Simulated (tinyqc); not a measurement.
# Van der Pauw, Hall and four-point-probe measurements on a doped layer, step by step

Numbers from tinyqc (`OMP_NUM_THREADS=1 python tinyqc.py 2850126 2850127 out.jsonl`; about 0.04 s on one thread of a shared Intel Xeon 2.30GHz). Printed values are rounded.

A uniform p-type layer with sheet resistance Rs = 1/(q ns mu), point contacts, low field (mu B small).

Parameters, values chosen for the exercise: sheet density of the layer ns = 3.3e12 cm^-2; drift mobility mu = 25 cm^2/(V s); Hall factor rH = 1.1; magnetic field B = 1 T; current I = 1000 uA; side ratio a/b of a rectangular sample with corner contacts ar = 1.53; thickness of the layer t = 190 nm.

Constants: q = 1.602176634e-19 C. Results are converted to the units shown.

## Resistances and Hall voltage

Rs = 1/(q ns mu). For a rectangle with contacts at the corners, RA = (8 Rs/pi) sum_(k>=0) ln coth((2k + 1) pi a/(2 b)) with current along a short side b and voltage along the opposite one, RB the same with a and b exchanged; Hall voltage VH = rH B I/(q ns), negative for electrons.

Rs = 75654.66 ohm/square
RA = 3150.276 ohm
RB = 50539.00 ohm
VH = 208.0503 mV

RB/RA = 16.0; for a square both equal Rs ln 2/pi = 16700 ohm.

## Starting value

z = 2 ln 2/(pi (RA + RB)), exact for RA = RB.

z at the start = 0.008218981 mS

## Iteration 1: new z

The van der Pauw equation exp(-pi RA z) + exp(-pi RB z) = 1 is solved for z = 1/Rs: e1 = exp(-pi RA z), e2 = exp(-pi RB z), f = e1 + e2 - 1, f' = -pi (RA e1 + RB e2), z(new) = z - f/f'.

e1 = 0.9218781
e2 = 0.2711855
f = 0.1930636
f' = -52.18065 kohm
z after iteration 1 = 0.01191889 mS

## Iteration 2: new z

As before.

e1 = 0.8887317
e2 = 0.1507101
f = 0.03944178
f' = -32.72436 kohm
z after iteration 2 = 0.01312416 mS

## Iteration 3: new z

As before.

e1 = 0.8781935
e2 = 0.1244611
f = 0.002654596
f' = -28.45244 kohm
z after iteration 3 = 0.01321746 mS

## Course of the iteration

Stop when the step is below 1e-10 mS, or after 40 iterations.

Course of the iteration:
```
iteration,z before the step (mS),step (mS)
1,0.008218981,3.70e-3
2,0.01191889,1.21e-3
3,0.01312416,9.33e-5
4,0.01321746,4.96e-7
5,0.01321796,1.39e-11
```

Converged in 5 iterations.

## Sheet density, mobility and bulk values

converged z = 0.01321796 mS

Rs = 1/z; Hall sheet density B I/(q |VH|); Hall mobility |VH|/(Rs B I); true values ns = rH times the Hall density, mu = Hall mobility/rH; bulk density ns/t, resistivity Rs t; correction factor F = Rs/[(pi/ln 2)(RA + RB)/2].

Rs = 75654.66 ohm/square
Hall sheet density = 3e12 cm^-2
Hall mobility = 27.5 cm^2/(V s)
ns = 3.3e12 cm^-2
mu = 25 cm^2/(V s)
bulk density = 1.736842e17 cm^-3
resistivity = 1.437438 ohm cm
F = 0.6218042

Taking the mean of RA and RB without F would overstate Rs by 61 %.
